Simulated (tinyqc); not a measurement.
Free-carrier optics of a doped semiconductor (Drude model with one polar phonon): sweeps and comparisons. A value that a table varies takes the place of the one given here.

eps(E) = ei [1 - Ep^2/(E^2 + i E Gam)] + (es - ei) wT^2/(wT^2 - E^2 - i E gT), with Ep^2 = 8 pi c (e^2/(4 pi eps0)) N/(m ei), c = hbar^2/2m0, N in 1/angstrom^3 (1e-24 per 1/cm^3); Gam = hbar/tau, tau = mu m m0/e with m0/e = 5.685630e-12 kg/C and mu in m^2/(V s). Energies in meV.

n + i k = sqrt(eps1 + i eps2) with k >= 0; R = ((n - 1)^2 + k^2)/((n + 1)^2 + k^2) at normal incidence from vacuum; alpha = 2 E k/(hbar c), times 1e8 for 1/cm; loss function Im(-1/eps) = eps2/(eps1^2 + eps2^2).

Constants: hbar^2/2m0 = 3.80998211 eV angstrom^2; e^2/(4 pi eps0) = 14.39964547 eV angstrom; hbar = 6.58211957e-16 eV s; hbar c = 1973.269805 eV angstrom.

Parameters, chosen for this exercise (mass and dielectric values near those of GaN; N and mu are free inputs; interband absorption and the rise of the mass with filling are left out; the results hold for these values, not for the real material): m = 0.224 m0 (conductivity mass); ei = 5.25 (high-frequency dielectric constant); wT = 69.6 meV (TO phonon); es = 9.28 (static dielectric constant); N = 2.6e+19 1/cm^3 (carrier density); mu = 230 cm^2/(V s) (mobility); gT = 0.8 meV (phonon damping); E = 411.3 meV (photon energy).

## The coupled modes against doping

L-, L+ solve E^4 - (wL^2 + Ep^2) E^2 + Ep^2 wT^2 = 0, wL = wT sqrt(es/ei); damping left out; energies in meV.

Modes:
```
N (1/cm^3)      Ep     L-      L+  Ep sqrt(ei/es)
2.0e+17      15.31  11.45   93.09           11.52
7.0e+17      28.65  21.09   94.54           21.55
2.0e+18      48.42  34.15   98.70           36.42
4.0e+18      68.48  44.98  105.97           51.51
7.0e+18      90.59  53.46  117.95           68.14
1.0e+19     108.28  57.92  130.13           81.44
3.0e+19     187.55  65.75  198.53          141.07
7.0e+19     286.49  67.99  293.28          215.48
2.0e+20     484.25  69.04  488.15          364.23
```

wL = 92.53 meV

What does this show, and why?

At low density L- follows Ep sqrt(ei/es) (11.45 against 11.52), a plasmon screened by the lattice, and L+ starts at wL. At the highest density L- has come within 0.56 meV of wT, since the carriers screen the field that lifts wL, and L+ is within 3.90 meV of Ep. The branches are closest, 60.99 meV, at 4e+18 1/cm^3 of those listed. The mass is held fixed, while in a real band it rises with filling.

## Reflectance across the plasma edge

Spectrum:
```
E (meV)     eps1    eps2      R  alpha (1/cm)
17.5     -187.75  253.35  0.904      2.81e+04
52.4      -34.68   21.30  0.846      3.26e+04
87.3      -21.47    5.25  0.907      4.13e+04
122.2      -7.05    1.93  0.841      3.32e+04
148.4      -2.99    1.08  0.743      2.64e+04
174.6      -0.68    0.67  0.449      1.60e+04
192.1       0.36    0.50  0.072      6.99e+03
218.2       1.47    0.34  0.014      3.12e+03
261.9       2.63    0.20  0.057      1.63e+03
349.2       3.78    0.08  0.103           770
523.8       4.60    0.03  0.132           311
873.0       5.01    0.01  0.146           107
```

What can be read from the table?

Ep = 174.6 meV and Gam = 22.5 meV. R is 0.904 at the lowest energy and lowest, 0.014, at 218.2 meV of those listed; without damping and phonon it would vanish at Ep sqrt(ei/(ei - 1)) = 194.1 meV. At the highest energy R is 0.146, against 0.154 for ei alone. Between the last two rows alpha goes as E^-2.08, where the Drude limit far above Ep and Gam is E^-2. Inside the metallic range the phonon cuts a dip in R near L-, below wT = 69.6 meV, which the rows may miss.

## Free-carrier absorption and index change in the near infrared

At the wavelengths listed E = hc/lambda (hc = 1239.841984 eV nm). Approximate forms: alpha = ei Ep^2 Gam/(E^2 sqrt(ei) hbar c) and dn = -sqrt(ei) Ep^2/(2 E^2). The phonon term is left out here.

Free carriers:
```
lambda (micrometre)  E (meV)  alpha (1/cm)  alpha, approximate       dn  dn, approximate
1.31                   946.4          90.3                88.8  -0.0393          -0.0390
1.55                   799.9           127                 124  -0.0552          -0.0546
2.00                   619.9           215                 207  -0.0926          -0.0909
3.00                   413.3           512                 466   -0.214           -0.204
5.00                   248.0      1.80e+03            1.29e+03   -0.656           -0.568
8.00                   155.0      1.88e+04            3.31e+03    -1.90            -1.45
10.60                  117.0      2.96e+04            5.81e+03    -1.86            -2.55
```

What does this show, and why?

At 1.55 micrometre alpha = 127 1/cm and dn = -0.0552; a phase shift of pi needs a length lambda/(2 |dn|) = 14 micrometre, over which the loss is 0.78 dB. The approximate alpha is within 5 % up to 2 micrometre of the wavelengths listed; it needs photon energies well above both Ep and Gam, which lie at 7.1 and 55.2 micrometre. Interband and intervalley absorption are left out.

## What moves the optical constants

At the energy E. Each row changes one parameter from the base and keeps the others.

Results:
```
case                 Ep (meV)  Gam (meV)       R  alpha (1/cm)
base                   174.60      22.47  0.1180           527
N = 3.9e+19 1/cm^3     213.84      22.47  0.1005           838
m = 0.2688 m0          159.39      18.73  0.1236           361
mu = 138 cm^2/(V s)    174.60      37.45  0.1182           872
ei = 5.51              170.43      22.47  0.1275           511
E = 493.6 meV          174.60      22.47  0.1295           353
```

What does this show?

The largest shifts from the base row, up to three for each result and ties (the steps differ in size, so this ranks the rows, not the parameters). Ep (meV): N +39.24, m -15.21, ei -4.17; unchanged at the printed digits by mu and E. Gam (meV): mu +14.98, m -3.75; unchanged at the printed digits by N, ei and E. R: N -0.0175, E +0.0115, ei +0.0095. alpha (1/cm): mu +345, N +311, E -174.

Computed by tinyqc, a small Python program: `OMP_NUM_THREADS=1 python tinyqc.py 1682116 1682117 out.jsonl` (the numbers bound the seed that draws the inputs); one thread of a shared host (Intel(R) Xeon(R) Processor @ 2.30GHz), about 0.01 s for the whole set of steps.
